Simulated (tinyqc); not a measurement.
Worked calculation: plane-wave Kohn-Sham cycle with exchange-only LDA in a layered model solid. One step of it, computed by the program tinyqc.

Task: Iteration 1: potential. V_H(G) = 4 pi rho(G)/G^2 for G != 0 (uniform background); v_x = -(3 rho/pi)^(1/3); V = V_ext + V_H + v_x; Fourier components f(G_m) = (1/N) sum_j f(x_j) exp(-i G_m x_j).

A solid whose potential varies along x alone (atomic units):

| parameter | value |
|---|---|
| period a | 10.800000 |
| cross-section of the cell | 22.000000 |
| electrons per cell | 4 |
| grid points | 16 |
| plane waves -n..n, n | 3 |
| k points | 1 |
| V1 in V1 cos(2 pi x/a) | -0.590000 |

density at the start, on the grid x_j = j a/N (e/bohr^3): 0.01683502  0.01683502  0.01683502  0.01683502  0.01683502  0.01683502  0.01683502  0.01683502  0.01683502  0.01683502  0.01683502  0.01683502  0.01683502  0.01683502  0.01683502  0.01683502

Give: Potentials on the grid; V(G_m), m = 0, 1, 2, ....

Result:

Potentials on the grid (hartree):

| x | V_ext | V_H | v_x | V |
|---|---|---|---|---|
| 0.0000 | -0.5900 | 0.0000 | -0.2524 | -0.8424 |
| 0.6750 | -0.5451 | 0.0000 | -0.2524 | -0.7975 |
| 1.3500 | -0.4172 | 0.0000 | -0.2524 | -0.6696 |
| 2.0250 | -0.2258 | 0.0000 | -0.2524 | -0.4782 |
| 2.7000 | 0 | 0.0000 | -0.2524 | -0.2524 |
| 3.3750 | 0.2258 | 0.0000 | -0.2524 | -0.0266 |
| 4.0500 | 0.4172 | 0.0000 | -0.2524 | 0.1648 |
| 4.7250 | 0.5451 | 0.0000 | -0.2524 | 0.2927 |
| 5.4000 | 0.5900 | 0.0000 | -0.2524 | 0.3376 |
| 6.0750 | 0.5451 | 0.0000 | -0.2524 | 0.2927 |
| 6.7500 | 0.4172 | 0.0000 | -0.2524 | 0.1648 |
| 7.4250 | 0.2258 | 0.0000 | -0.2524 | -0.0266 |
| 8.1000 | 0 | 0.0000 | -0.2524 | -0.2524 |
| 8.7750 | -0.2258 | 0.0000 | -0.2524 | -0.4782 |
| 9.4500 | -0.4172 | 0.0000 | -0.2524 | -0.6696 |
| 10.1250 | -0.5451 | 0.0000 | -0.2524 | -0.7975 |

V(G_m), m = 0, 1, 2, ... (hartree): -0.2524  -0.2950  0.0000  0.0000  0.0000  0.0000  0.0000
